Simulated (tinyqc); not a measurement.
Tight binding, honeycomb lattice, step by step. One step of it, computed by the program tinyqc.

Task: Levels at k. Diagonalise the Hermitian matrix.

H(k) at k (eV), order A, B:
$$\begin{pmatrix}
0.970004 & -2.211550-0.021104i \\
-2.211550+0.021104i & -0.369996
\end{pmatrix}$$

Give: eigenvalues; weights |c|^2 of the basis functions.

Result:

eigenvalues (eV): [-2.011, 2.611]

weights |c|^2 of the basis functions, order A, B:
$$\begin{pmatrix}
0.355 & 0.645 \\
0.645 & 0.355
\end{pmatrix}$$
